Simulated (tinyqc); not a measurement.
## Sharing a fixed EOT between the layers

Without charge in the stack, a voltage of 0.6 V over an EOT of 2.6 nm gives F1 = (V/EOT)(3.9/e1) and F2 = F1 e1/e2; t2 = e2 (EOT/3.9 - t1/e1).

Parameters, values chosen for the exercise: relative permittivity of layer 1 e1 = 3.87; relative permittivity of layer 2 e2 = 22.2.

Results:

| t1 (nm) | t2 (nm) | physical thickness (nm) | drop over layer 1 (V) | drop over layer 2 (V) |
|---|---|---|---|---|
| 0 | 14.800 | 14.800 | 0 | 0.60000 |
| 0.31 | 13.022 | 13.332 | 0.072093 | 0.52791 |
| 0.63 | 11.186 | 11.816 | 0.14651 | 0.45349 |
| 1.25 | 7.6295 | 8.8795 | 0.29070 | 0.30930 |
| 1.57 | 5.7938 | 7.3638 | 0.36512 | 0.23488 |
| 1.88 | 4.0155 | 5.8955 | 0.43721 | 0.16279 |
| 2.19 | 2.2372 | 4.4272 | 0.50930 | 0.090698 |

Estimate the missing row, t1 = 0.94 nm.

Computed row:

| t1 (nm) | t2 (nm) | physical thickness (nm) | drop over layer 1 (V) | drop over layer 2 (V) |
|---|---|---|---|---|
| 0.94 | 9.4078 | 10.348 | 0.21860 | 0.38140 |

With this row back in the table: Each 0.1 nm of layer 1 costs 0.574 nm of layer 2, so the physical thickness falls from 14.8 to 4.43 nm. The fields do not change, 2.33 MV/cm in layer 1 and 0.405 MV/cm in layer 2, and layer 1 takes half of the voltage at t1 = 1.29 nm.

Computed by the program tinyqc: `OMP_NUM_THREADS=1 python tinyqc.py 2010078 2010079 out.jsonl`, one thread of a shared Intel Xeon 2.30GHz, about 0.01 s for the whole run.
